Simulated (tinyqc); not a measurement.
# Pillar capacitor in an array: capacitance, non-linearity, leakage and relaxation: what changes with what

A film between two metal electrodes, each interface adding a series capacitance ci. The small-signal permittivity is ek (1 + aq E^2); the field is found with the linear permittivity. Leakage J = J0 sinh(E/Ef). After a voltage step the film passes a relaxation current kr C V tt^(-nr), tt being the time in seconds. The sidewall is a coaxial capacitor with radii a = dm/2 and b = dm/2 + t, depth AR dm; the end face is left out.

Values chosen for this exercise; permittivity of the order of that of silicon nitride: relative permittivity of the film ek = 6.91; film thickness t = 6.6 nm; capacitance of each electrode interface (dead layer and screening) ci = 1000 uF/cm^2; quadratic field coefficient of the permittivity aq = 0.0018 cm^2/MV^2; bias V = 1.7 V; exponent of the relaxation current nr = 0.939; strength of the relaxation kr = 0.0019; leakage prefactor J0 = 2.2e-10 A/cm^2; field for an e-fold rise of the leakage Ef = 0.41 MV/cm; aspect ratio, depth over diameter AR = 20; pitch of the square array pt = 85 nm; resistivity of the inner electrode rho = 330 uohm cm; duration of the write pulse t0 = 2e-8 s.

Constants: eps0 = 8.8541878128e-14 F/cm where lengths are in cm. Results are converted to the units shown.

Each table varies one quantity; the others keep the values above.

## Capacitance, non-linearity and leakage against thickness

Planar film: Cf = eps0 ek/t, 1/C = 1/Cf + 2/ci, EOT = 3.9 eps0/C, effective permittivity C t/eps0, E = (V/t) C/Cf; quadratic coefficient [C(V)/C - 1]/V^2 with Cf (1 + aq E^2) in C(V).

Capacitance, non-linearity and leakage against thickness:

| t (nm) | C (uF/cm^2) | EOT (nm) | effective permittivity | E (MV/cm) | quadratic coefficient (ppm/V^2) | J (A/cm^2) |
|---|---|---|---|---|---|---|
| 2.5 | 2.4354 | 1.4179 | 6.8763 | 6.7669 | 28370 | 0.0016190 |
| 3.7 | 1.6481 | 2.0952 | 6.8872 | 4.5794 | 13017 | 7.8018e-6 |
| 5.5 | 1.1099 | 3.1111 | 6.8947 | 3.0840 | 5910.6 | 2.0332e-7 |
| 8.2 | 0.74502 | 4.6350 | 6.8997 | 2.0701 | 2665.0 | 1.7144e-8 |
| 12 | 0.50933 | 6.7797 | 6.9030 | 1.4152 | 1246.2 | 3.4677e-9 |
| 18 | 0.33967 | 10.166 | 6.9053 | 0.94380 | 554.42 | 1.0883e-9 |
| 27 | 0.22650 | 15.246 | 6.9069 | 0.62934 | 246.58 | 4.8684e-10 |
| 40 | 0.15291 | 22.583 | 6.9079 | 0.42487 | 112.40 | 2.7103e-10 |
| 60 | 0.10195 | 33.871 | 6.9086 | 0.28328 | 49.969 | 1.6439e-10 |

C falls from 2.44 to 0.102 uF/cm^2 while the effective permittivity goes from 6.88 to 6.91 (ek = 6.91). EOT is a straight line in t with slope 3.9/ek = 0.564 and intercept 0.00691 nm. The quadratic coefficient goes as t^(-1.99) between the first two rows and t^(-2.00) between the last two (-2 without interfaces), and J falls by 6.99 decades. For t = 2.5, 3.7 direct tunnelling, left out, would add to the leakage.

## Cell against the diameter of the pillar

Per length 1/c = ln(b/a)/(2 pi eps0 ek) + (1/a + 1/b)/(2 pi ci); cell capacitance c AR dm; per footprint over pt^2; fields c V/(2 pi eps0 ek r) at r = a and b; resistance of the inner electrode rho AR dm/(pi a^2); time constant R C/3 of the distributed line. The pitch is scaled as pt dm/(46 nm).

Results:

| dm (nm) | cell capacitance (fF) | per footprint (uF/cm^2) | field at a (MV/cm) | field at b (MV/cm) | R (kohm) | R C/3 (ps) |
|---|---|---|---|---|---|---|
| 23 | 0.38913 | 21.543 | 3.2530 | 2.0668 | 3.6536 | 0.47391 |
| 31 | 0.67061 | 20.437 | 3.0859 | 2.1644 | 2.7108 | 0.60596 |
| 41 | 1.1273 | 19.640 | 2.9656 | 2.2433 | 2.0496 | 0.77016 |
| 55 | 1.9621 | 18.997 | 2.8684 | 2.3132 | 1.5279 | 0.99930 |
| 74 | 3.4598 | 18.504 | 2.7940 | 2.3711 | 1.1356 | 1.3096 |
| 130 | 10.316 | 17.877 | 2.6994 | 2.4506 | 0.64641 | 2.2228 |

Estimate the missing row, dm = 99 nm.

Computed row:

| dm (nm) | cell capacitance (fF) | per footprint (uF/cm^2) | field at a (MV/cm) | field at b (MV/cm) | R (kohm) | R C/3 (ps) |
|---|---|---|---|---|---|---|
| 99 | 6.0700 | 18.138 | 2.7388 | 2.4166 | 0.84883 | 1.7175 |

With this row back in the table: As dm goes from 23 to 130, the cell capacitance rises from 0.389 to 10.3 fF, the capacitance per footprint falls from 21.5 to 17.9 uF/cm^2, the ratio of the two fields falls from 1.57 to 1.10 and R C/3 rises from 0.474 to 2.22 ps; the time constant goes as dm^(0.82) between the first two rows and dm^(0.95) between the last two.

## Charge lost after writing

Planar film: Cf = eps0 ek/t, 1/C = 1/Cf + 2/ci, EOT = 3.9 eps0/C, effective permittivity C t/eps0, E = (V/t) C/Cf. A capacitor written for t0 and then left open loses, as a share of C V, kr (tt^(1 - nr) - t0^(1 - nr))/(1 - nr) by relaxation and J tt/(C V) by leakage; both are taken as small, and rows far outside that range are left out.

The same in every row: leakage current (nA/cm^2) = 58.17.

Result of one run:

| tt (s) | relaxation current (nA/cm^2) | loss by relaxation (%) | loss by leakage (%) | total loss (%) |
|---|---|---|---|---|
| 1 | 2.989 | 2.058 | 3.698 | 5.757 |

What becomes of these results when the time since the start of the write pulse tt is changed from 1 to 1e-5 s, all else the same?

Result of the changed run:

| tt (s) | relaxation current (nA/cm^2) | loss by relaxation (%) | loss by leakage (%) | total loss (%) |
|---|---|---|---|---|
| 1e-5 | 1.481e5 | 0.4869 | 3.698e-5 | 0.4869 |

The whole series:

| tt (s) | relaxation current (nA/cm^2) | loss by relaxation (%) | loss by leakage (%) | total loss (%) |
|---|---|---|---|---|
| 1e-6 | 1.287e6 | 0.2847 | 3.698e-6 | 0.2847 |
| 1e-5 | 1.481e5 | 0.4869 | 3.698e-5 | 0.4869 |
| 0.0001 | 1.704e4 | 0.7196 | 3.698e-4 | 0.7200 |
| 0.001 | 1961 | 0.9874 | 0.003698 | 0.9911 |
| 0.01 | 225.7 | 1.296 | 0.03698 | 1.333 |
| 0.1 | 25.97 | 1.650 | 0.3698 | 2.020 |
| 1 | 2.989 | 2.058 | 3.698 | 5.757 |

The two currents are equal at tt = 0.0424 s. The loss by relaxation grows from 0.285 to 2.06 %, by 0.202 points over the first decade and 0.408 over the last, while the loss by leakage grows tenfold a decade. Leakage is the larger loss for tt = 1 s. For tt = 1 the falling voltage would already cut the leakage, so the linear estimate overstates the loss.

Program tinyqc, `OMP_NUM_THREADS=1 python tinyqc.py 2102047 2102048 out.jsonl`; Intel Xeon 2.30GHz, shared host, one thread, about 0.01 s.
